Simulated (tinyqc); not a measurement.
Rapid thermal processing of a wafer: radiative balance, ramp and cooling, pattern effects, pyrometer error and spike budget: one step, computed by the program tinyqc.

The wafer is opaque and uniform through its thickness unless said otherwise; temperatures in formulas are in kelvin (C + 273.15). sigma = 5.670374419e-12 W/(cm^2 K^4).

Problem. Pyrometer error. Signal proportional to eps/(exp(c2/(lambda T)) - 1), c2 = h c/k_B. If the assumed emissivity is too high by the given error, the reading T' solves (1 + error)/(exp(c2/(lambda T')) - 1) = 1/(exp(c2/(lambda T)) - 1). Wien estimate: T' - T = -lambda T^2 ln(1 + error)/c2. Process rates go as exp(-E_a/(k_B T)).

Inputs (values chosen for the exercise, modelled on a hot silicon wafer): process temperature = 620 C; starting temperature = 500 C; pyrometer wavelength = 4.5 micrometre; error of the assumed emissivity = 6.1 %; activation energy of the process E_a = 2.7 eV.

Constants: h = 6.62607015e-34 J s; c = 299792458 m/s; k_B = 1.380649e-23 J/K; k_B = 8.617333262e-05 eV/K.

Give: c2; c2/(lambda T); reading less true temperature; Wien estimate; rate at T over rate at T', less 1.

Solution.

c2 = 14388 micrometre K

c2/(lambda T) = 3.5798

reading less true temperature = -14.145 K

Wien estimate = -14.773 K

rate at T over rate at T', less 1 = 75.863 %

Caution: below about 600 C lightly doped silicon is partly transparent at this wavelength, so its emissivity is not yet the hot value early in the ramp.
